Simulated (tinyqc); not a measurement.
Gate work function from the charge.

Inverse problem. For an undoped double gate, Q = 8 eps0 eps_r Vt beta tan(beta)/ts with 0 < beta < pi/2, and at the source (Vg - dphi)/(2 Vt) - ln[(2/ts) sqrt(2 eps0 eps_r Vt/(q ni))] = ln(beta) - ln(cos beta) + 2 r beta tan(beta), r = eps_r tox/(eox ts). Find beta and dphi.

Parameters, values chosen for the exercise; material values close to those of germanium:

| symbol | value | unit | meaning |
|---|---|---|---|
| T | 300 | K | temperature |
| eps_r | 16.2 |  | relative permittivity of the semiconductor |
| eox | 24.1 |  | relative permittivity of the gate insulator |
| tox | 8.6 | nm | insulator thickness |
| ts | 20 | nm | body thickness |
| Vg | 0.61 | V | gate voltage |

Constants: q = 1.602176634e-19 C, kB = 1.380649e-23 J/K, Vt = kB T/q, eps0 = 8.8541878128e-14 F/cm where lengths are in cm. Results are converted to the units shown.

Qs = 1256.8681 nC/cm^2
ni = 2.3589217e13 cm^-3

Solution. beta tan(beta) rises from 0 without bound on the interval, so the charge fixes beta; the second relation is then explicit in dphi. At this charge the surface density passes 0.3 Nc, so the classical Boltzmann model is only formal.

beta = 1.406
dphi = -0.01000 V

Computed by the program tinyqc: `OMP_NUM_THREADS=1 python tinyqc.py 2440081 2440082 out.jsonl`, one thread of a shared Intel Xeon 2.30GHz, about 0.01 s for the whole run.
